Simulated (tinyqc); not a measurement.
# From share of the upper mode back to fraction x of A

Model: two-mode optical phonons of a ternary alloy from two coupled oscillators. Computed by tinyqc, a small Python program. Command: `OMP_NUM_THREADS=1 python tinyqc.py 3001811 3001812 out.jsonl twomode inv`. One thread of a shared host (Intel(R) Xeon(R) Processor @ 2.30GHz), about 0.01 s of CPU time with the checks.

An alloy A(x)B(1-x)C has an A-C and a B-C bond oscillator. Each TO frequency moves linearly from the impurity mode (dilute end) to the TO of the pure crystal; each strength is proportional to the number of bonds.

Inputs (values chosen for the exercise, modelled on In(x)Ga(1-x)As, with A-C the InAs-like and B-C the GaAs-like bond): omega_TO of pure AC = 216.2 1/cm; omega_LO of pure AC = 239.9 1/cm; omega_TO of pure BC = 266.1 1/cm; omega_LO of pure BC = 294.2 1/cm; eps_inf of AC = 12.2; eps_inf of BC = 10.6; impurity mode of A in BC = 232.7 1/cm; impurity mode of B in AC = 243.5 1/cm; electron mass m* = 0.069 m_0.

Constants: e^2/(4 pi eps_0) = 14.39964548 eV angstrom; hbar^2/(2 m_0) = 3.80998212 eV angstrom^2; 1 THz = 33.35640952 1/cm; h x 1 THz = 4.135667696 meV.

Method:
- omega_1 = (impurity mode of A) + x (omega_TO,AC - impurity mode of A); omega_2 = (impurity mode of B) + (1 - x)(omega_TO,BC - impurity mode of B); eps_inf = x eps_AC + (1 - x) eps_BC; strengths W_1 = x eps_AC (omega_LO,AC^2 - omega_TO,AC^2), W_2 = (1 - x) eps_BC (omega_LO,BC^2 - omega_TO,BC^2).
- eps(omega) = eps_inf + W_1/(omega_1^2 - omega^2) + W_2/(omega_2^2 - omega^2) = 0 is the eigenproblem of the matrix [[omega_1^2 + W_1/eps_inf, sqrt(W_1 W_2)/eps_inf], [sqrt(W_1 W_2)/eps_inf, omega_2^2 + W_2/eps_inf]] for omega_LO^2.
- The polar coupling of mode j is c_j = (u_j . sqrt(W))^2/(eps_inf^2 omega_j^2), u_j its eigenvector and omega_j here its LO frequency; the c_j add up to 1/eps_inf - 1/eps_s. Froehlich constant alpha_j = (e^2/(4 pi eps_0)) c_j k_j/(2 E_j), E_j = h c omega_j, k_j = sqrt(m* E_j/(hbar^2/(2 m_0))).

Question. A run gave the result below. Find the fraction x of A, known to lie between 0.48 and 0.78.

share of the upper mode = 0.7735207

Answer.

Each step takes the trial c = (a f_b - b f_a)/(f_b - f_a), f being the result less the target and a, b, c the logarithms of the listed values; c replaces end b, the old b replaces a if the sign of f changed, and otherwise f_a is halved.

Scan of the range:
```
fraction x of A  share of the upper mode
0.480                           0.822205
0.520                           0.804666
0.564                           0.784493
0.612                           0.761211
0.663                           0.734635
0.719                           0.702545
0.780                           0.662574
```

False position (Illinois rule, in the logarithm of the input) inside the bracket:
```
step     end a     end b     trial  share of the upper mode
1     0.564000  0.612000  0.586133                 0.773940
2     0.612000  0.586133  0.586968                 0.773536
3     0.612000  0.586968  0.587030                 0.773506
4     0.586968  0.587030  0.587000                 0.773521
```

Share of the upper mode falls at every point of a 13-point scan of the range (every second point is shown), so one value fits; it is bracketed by 0.564 and 0.612. Answer: fraction x of A = 0.5870.
